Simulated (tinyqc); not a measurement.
# Quasi-harmonic thermal expansion with mode Grueneisen parameters, step by step

A worked calculation. Computed by tinyqc, a small Python program that keeps every step. Command: `OMP_NUM_THREADS=1 python tinyqc.py 3029577 3029578 out.jsonl qha walk`. One thread of a shared host (Intel(R) Xeon(R) Processor @ 2.30GHz), about 0.02 s of CPU time with the checks. Intermediate numbers are printed to about 6 digits and carried at full precision; extremes and crossings named in words are read from the listed rows.

A crystal with two atoms a cell; per atom there are 1 transverse acoustic (TA), 1/2 longitudinal acoustic (LA) and 3/2 optical (O) modes. Every frequency of group i scales as nu_i (V/V0)^(-gamma_i). Each group has one frequency. Static energy: E = (9 V0 B0/16) [y^3 B' + y^2 (2 - 4 y)], y = (V0/V)^(2/3) - 1, with pressure P_s = (3 B0/2) (z^7 - z^5) [1 + (3/4)(B' - 4)(z^2 - 1)], z = (V0/V)^(1/3).

Inputs (values chosen for the exercise, for a model crystal):
```
quantity                       value             unit
static volume V0                16.7  angstrom^3/atom
static bulk modulus B0            60              GPa
static B'                       3.72                -
frequency nu_TA                 2.43              THz
frequency nu_LA                 4.55              THz
frequency nu_O                  6.87              THz
Grueneisen parameter gamma_TA   -1.4                -
Grueneisen parameter gamma_LA    1.3                -
Grueneisen parameter gamma_O     1.3                -
temperature T                     80                K
step factor f                    0.8                -
```

Acoustic groups: Einstein.

Constants: h x 1 THz = 4.135667696 meV; k_B = 8.617333262e-05 eV/K; 1 eV/angstrom^3 = 160.2176634 GPa.

## Mode groups at the static volume

For a mode with x = h nu/(k_B T), n = 1/(exp(x) - 1): U = h nu (n + 1/2), C/k_B = x^2 n (n + 1); U_i and C_i sum these over group i with its weight per atom. Phonon pressure P_ph = sum_i gamma_i U_i/V.

Groups:
```
group  h nu_i/(k_B T)  U_i (meV)  C_i (k_B)  gamma_i C_i (k_B)
TA            1.45777    8.07355   0.840249           -1.17635
LA            2.72957    5.36106   0.278181           0.361636
O             4.12135    22.0118   0.427068           0.555188
```

phonon pressure at V0 = 0.232956 GPa

## Grueneisen's estimate

gamma_th = sum gamma_i C_i / sum C_i; volume expansion coefficient alpha_V = gamma_th C k_B/(B0 V0); linear coefficient alpha_V/3; first-order volume change P_ph/B0.

heat capacity C at V0 = 1.54550 k_B/atom

gamma_th at V0 = -0.167923

linear expansion, Grueneisen estimate = -1.19199 ppm/K

first-order volume change = 0.388260 %

The negative gamma_TA outweighs the other groups at this T, so the crystal shrinks on heating.

## Equilibrium volume by iteration

Start at V0 and step V(new) = V [1 + f (P_s + P_ph)/B0]; stop when |P_s + P_ph| < 1e-8 GPa, after 60 steps, or when V leaves 0.7 to 1.3 V0.

Iterations:
```
step  V (angstrom^3)  P_s + P_ph (GPa)
0            16.7000       2.32956e-01
1            16.7519       4.59706e-02
2            16.7621       9.27993e-03
3            16.7642       1.88164e-03
4            16.7646       3.81870e-04
5            16.7647       7.75128e-05
6            16.7647       1.57343e-05
7            16.7647       3.19393e-06
8            16.7647       6.48340e-07
9            16.7647       1.31608e-07
10           16.7647       2.67153e-08
11           16.7647       5.42297e-09
```

converged (1 yes, 0 no) = 1

volume V(T) = 16.7647 angstrom^3/atom

Converged at step 11; the volume lies +0.388 % from V0.

## Properties at the equilibrium volume

B_T = -V d(P_s + P_ph)/dV at fixed T (central difference, step 1e-4 V); alpha_V = sum gamma_i C_i k_B/(B_T V), all at V(T); the linear coefficient is alpha_L = alpha_V/3. C_P - C_V = alpha_V^2 B_T V T; the optical frequency is nu_O (V/V0)^(-gamma_O).

volume change from V0 = 0.387672 %

isothermal bulk modulus B_T = 59.7756 GPa

linear expansion coefficient = -1.14353 ppm/K

C_V = 1.55034 k_B/atom

C_P - C_V = 6.83386e-05 k_B/atom

optical frequency at V(T) = 6.83553 THz

B_T lies -0.37 % from the static B0, and the Grueneisen estimate at V0 differs from this expansion coefficient by +4.2 %.

## Zero-point expansion

At T = 0, U_i is the zero-point energy (h nu/2 a mode); solve P_s + P_ph = 0.

volume at T = 0 = 16.7713 angstrom^3/atom

zero-point volume change = 0.427056 %

## Expansion against temperature

V(T) solves P_s + P_ph = 0. The Grueneisen estimate uses C_i, V0 and B0 at the static volume; gamma_th = sum gamma_i C_i / sum C_i is taken at V(T).

Quasi-harmonic results:
```
T (K)  V/V0 - 1 (%)  B_T (GPa)  alpha_L (ppm/K)  alpha_L, Grueneisen estimate  gamma_th
20          0.42641    59.8187         -0.62298                      -0.63884  -1.36830
40          0.41539    59.8126         -2.72827                      -2.76781  -0.98450
70          0.39219    59.7907         -1.85267                      -1.90199  -0.30069
100         0.38498    59.7365          0.21584                       0.17129   0.02484
150         0.40744    59.6134          2.51061                       2.47267   0.22781
220         0.47799    59.4249          3.96347                       3.92294   0.31937
300         0.58321    59.2068          4.66401                       4.61399   0.35667
450         0.80813    58.7996          5.17179                       5.09941   0.38086
700         1.21242    58.1255          5.45109                       5.33857   0.39220
1000        1.71717    57.3212          5.58849                       5.42633   0.39624
```

alpha_L is negative up to 70 K among these rows and changes sign before 100 K, once the LA and optical groups take up heat. gamma_th moves from -1.37, near gamma_TA = -1.4, to 0.40, near the average over all modes, 0.40, as the stiffer groups take up their share of C. B_T changes by -4.2 % over the table, and at the highest T the estimate at fixed V0 and B0 is off by -2.9 %.

Checks made by the program: zero of the pressure against the minimum of F(V) = E + F_ph (relative difference 3e-09); alpha against the slope of V(T) (relative difference 7e-08).
